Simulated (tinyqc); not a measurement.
FinFET, parasitic resistance, capacitance and delay: effect of the supply voltage.

Nf fins under one contact; each has gated perimeter p = 2 Hf + Wf and cross-section A = Hf Wf; contact width Wc = Nf pf, stack height Hs = Hf. Contact length Lc = CPP - Lg - 2 Lsp, shared by two neighbouring gates. Source and drain sides are equal. The formulas are first-order estimates, not field solutions.

Epitaxy sheet resistance Rsh = re/te, transfer length LT = sqrt(rc/Rsh), contact Rc = [sqrt(rc Rsh)/Wc] coth(Lc/(2 LT)); extension of one fin Rx = rx Lsp/A. With N fins: gate Cg = Cinv p N Lg; per side, plate Cp = ks eps0 [Wc (Hs + Hc) - N A]/Lsp, top fringe Cf = (2/pi) ks eps0 Wc ln(1 + Lg/(2 Lsp)), overlap Co = Cinv p N Lov. One fin: I = p Q vx u/(1 + |u|^1.8)^(1/1.8), Q = Cinv n Vt ln(1 + exp((Vg' - VT + dl Vd')/(n Vt))), u = Vd' mu/(vx Lg), Vg' = Vgs - v, Vd' = Vds - 2 v, with the drop on each side v = Rc (sum of I) + Rx I. Ieff = [I(Vgs = Vdd, Vds = Vdd/2) + I(Vdd/2, Vdd)]/2, total currents. With Cs = Cp + Cf + Co, the load of an inverter of two such devices driving an equal one is CL = 2 (Cg + 2 Cs) + 4 Cs + Cw (own drains counted twice for the Miller effect); delay CL Vdd/(2 Ieff).

Values chosen for this exercise; values close to those of silicon logic devices:
- T = 300 K (temperature)
- Nf = 3 (number of fins)
- Hf = 42 nm (fin height)
- Wf = 7 nm (fin width)
- pf = 34 nm (fin pitch)
- CPP = 54 nm (contacted gate pitch)
- Lg = 20 nm (gate length)
- Lsp = 6 nm (spacer length)
- ks = 4 (relative permittivity of the spacer)
- Hc = 15 nm (gate height above the channel stack)
- rc = 1.2e-9 ohm cm^2 (contact resistivity)
- re = 0.00029 ohm cm (resistivity of the source-drain epitaxy)
- te = 20 nm (current-carrying depth of the epitaxy)
- rx = 0.00053 ohm cm (resistivity of the extension)
- Lov = 1.5 nm (gate overlap)
- Cinv = 3.3 uF/cm^2 (inversion capacitance)
- vx = 1.3e7 cm/s (injection velocity)
- mu = 230 cm^2/(V s) (apparent mobility)
- VT = 0.3 V (threshold at zero drain voltage)
- dl = 0.027 V/V (barrier lowering)
- n = 1.15 (subthreshold factor)
- Cw = 0.13 fF (wire load)

Constants: q = 1.602176634e-19 C, kB = 1.380649e-23 J/K, eps0 = 8.8541878128e-12 F/m, Vt = kB T/q. Results are converted to the units shown.

The same in every row: Rc (ohm) = 112.1; Rx/N (ohm) = 36.05; CL (aF) = 849.4.

Results:
```
Vdd (V)	Ieff (uA)	delay (ps)
0.45	67.64	2.826
0.55	119.7	1.951
0.75	253.4	1.257
0.85	327.1	1.104
0.95	401.9	1.004
```

Estimate the missing row, Vdd = 0.65 V.

Computed row:
```
Vdd (V)	Ieff (uA)	delay (ps)
0.65	182.7	1.511
```

With this row back in the table: As Vdd goes from 0.45 to 0.95 V, Ieff rises from 67.6 to 402 uA, CL stays at 849 aF and the delay falls from 2.83 to 1.00 ps.

Computed by the program tinyqc: `OMP_NUM_THREADS=1 python tinyqc.py 2170132 2170133 out.jsonl`, one thread of a shared Intel Xeon 2.30GHz, about 0.03 s for the whole run.
